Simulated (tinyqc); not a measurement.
# On-chip power grid, static voltage drop by conjugate gradients, step by step

Computed by the program tinyqc: `OMP_NUM_THREADS=1 python tinyqc.py 2770178 2770179 out.jsonl`, one thread of a shared Intel Xeon 2.30GHz, about 0.1 s for the whole run. Printed values are rounded.

A grid of 4 rows and 3 columns, node k = 3 row + column. Neighbours in a row are joined by Rx, in a column by Ry; pad nodes, which reach the supply through Rp: 0. Each node draws I0, node 11 draws kh I0. The drops u = Vdd - V solve G u = i, with G the conductance matrix (1/Rp added on the diagonal at pad nodes).

Parameters, values chosen for the exercise: supply voltage Vdd = 0.8 V; resistance of a horizontal segment Rx = 1.4 ohm; resistance of a vertical segment Ry = 0.19 ohm; resistance from a pad node to the supply Rp = 0.037 ohm; load current of an ordinary node I0 = 2.8 mA; factor on the load at the hot node kh = 8.

## Diagonal of G, loads and first direction

G_kk = sum of the conductances at node k. Start u = 0, so the residual is r = i; p = r.

G_kk (S):
```
         col 0    col 1    col 2
row 0  33.0045  6.69173  5.97744
row 1  11.2406  11.9549  11.2406
row 2  11.2406  11.9549  11.2406
row 3  5.97744  6.69173  5.97744
```

r at the start (mA):
```
       col 0  col 1  col 2
row 0    2.8    2.8    2.8
row 1    2.8    2.8    2.8
row 2    2.8    2.8    2.8
row 3    2.8    2.8   22.4
```

p at the start (mA):
```
       col 0  col 1  col 2
row 0    2.8    2.8    2.8
row 1    2.8    2.8    2.8
row 2    2.8    2.8    2.8
row 3    2.8    2.8   22.4
```

## Iteration 1: conjugate-gradient step

u at the start (mV):
```
       col 0  col 1  col 2
row 0      0      0      0
row 1      0      0      0
row 2      0      0      0
row 3      0      0      0
```

q = G p; a = (r.r)/(p.q); u(new) = u + a p; r(new) = r - a q; b = (r.r)(new)/(r.r); p(new) = r(new) + b p.

q (mA S):
```
        col 0    col 1     col 2
row 0  75.676    0.000     0.000
row 1   0.000    0.000     0.000
row 2   0.000    0.000  -103.158
row 3   0.000  -14.000   117.158
```

a = 0.234432 ohm

u after iteration 1 (mV):
```
         col 0    col 1    col 2
row 0  0.65641  0.65641  0.65641
row 1  0.65641  0.65641  0.65641
row 2  0.65641  0.65641  0.65641
row 3  0.65641  0.65641  5.25128
```

r after iteration 1 (mA):
```
          col 0   col 1    col 2
row 0  -14.9408  2.8000   2.8000
row 1    2.8000  2.8000   2.8000
row 2    2.8000  2.8000  26.9835
row 3    2.8000  6.0821  -5.0656
```

b = 1.83114

p after iteration 1 (mA):
```
         col 0    col 1    col 2
row 0  -9.8136   7.9272   7.9272
row 1   7.9272   7.9272   7.9272
row 2   7.9272   7.9272  32.1107
row 3   7.9272  11.2093  35.9520
```

## Iteration 2: conjugate-gradient step

As before.

q (mA S):
```
          col 0    col 1     col 2
row 0  -371.278   12.672     0.000
row 1    93.373    0.000  -127.282
row 2     0.000  -34.548   124.339
row 3    -2.344    1.945    37.890
```

a = 0.125792 ohm

u after iteration 2 (mV):
```
          col 0    col 1    col 2
row 0  -0.57807  1.65359  1.65359
row 1   1.65359  1.65359  1.65359
row 2   1.65359  1.65359  4.69570
row 3   1.65359  2.06645  9.77377
```

r after iteration 2 (mA):
```
         col 0   col 1    col 2
row 0  31.7631  1.2060   2.8000
row 1  -8.9456  2.8000  18.8111
row 2   2.8000  7.1459  11.3427
row 3   3.0949  5.8374  -9.8319
```

b = 1.66042

p after iteration 2 (mA):
```
         col 0    col 1    col 2
row 0  15.4684  14.3684  15.9625
row 1   4.2169  15.9625  31.9736
row 2  15.9625  20.3083  64.6600
row 3  16.2574  24.4495  49.8635
```

## Iteration 3: conjugate-gradient step

As before.

q (mA S):
```
          col 0    col 1    col 2
row 0   478.069  -10.314  -83.130
row 1  -129.427  -17.530  -76.328
row 2    57.163  -27.498  281.590
row 3    -4.299    9.494  -59.724
```

a = 0.0971651 ohm

u after iteration 3 (mV):
```
        col 0   col 1    col 2
row 0  0.9249  3.0497   3.2046
row 1  2.0633  3.2046   4.7603
row 2  3.2046  3.6269  10.9784
row 3  3.2332  4.4421  14.6188
```

r after iteration 3 (mA):
```
          col 0   col 1     col 2
row 0  -14.6885  2.2081   10.8774
row 1    3.6302  4.5033   26.2275
row 2   -2.7542  9.8177  -16.0180
row 3    3.5126  4.9149   -4.0289
```

b = 0.824237

p after iteration 3 (mA):
```
         col 0    col 1    col 2
row 0  -1.9389  14.0511  24.0342
row 1   7.1059  17.6602  52.5813
row 2  10.4027  26.5566  37.2771
row 3  16.9126  25.0671  37.0704
```

## Course of the conjugate-gradient iteration

Stop when |r| is below 1e-9 mA.

Course of the iteration:
```
iteration  largest u (mV)  |r| (mA)
1                 5.25128      32.8
2                 9.77377      42.3
3                 14.6188      38.4
4                 21.0798      43.7
5                 34.0465      34.3
6                 36.4333      22.9
7                 37.8257      13.5
8                 38.1392      5.89
9                 38.2090      6.12
10                38.1846      1.91
11                38.1205      1.38
12                38.0536   3.88e-9
13                38.0536   < 1e-11
```

Converged in 13 iterations for 12 unknowns; in exact arithmetic the method needs at most 12. The condition number of the matrix is 183. Gauss-Seidel sweeps in node order need 556 to reach the same residual.

## Worst drop, pad currents and power lost

converged u (mV):
```
         col 0    col 1    col 2
row 0   1.9684  22.8686  32.9754
row 1   8.7080  23.8014  33.8151
row 2  12.8671  24.8915  35.4817
row 3  14.8624  25.6444  38.0536
```

Pad current u/Rp; worst drop as a share of Vdd; power lost in the grid and pads sum_k i_k u_k; power delivered sum_k i_k (Vdd - u_k).

worst drop = 38.0536 mV
share of Vdd = 4.75670 %
pad currents (mA): node 0 53.2
power lost = 1.51848 mW
power delivered = 41.0415 mW

The pad currents add up to the total load, 53.20 mA. The worst drop is at node 11; the hot node is 11.
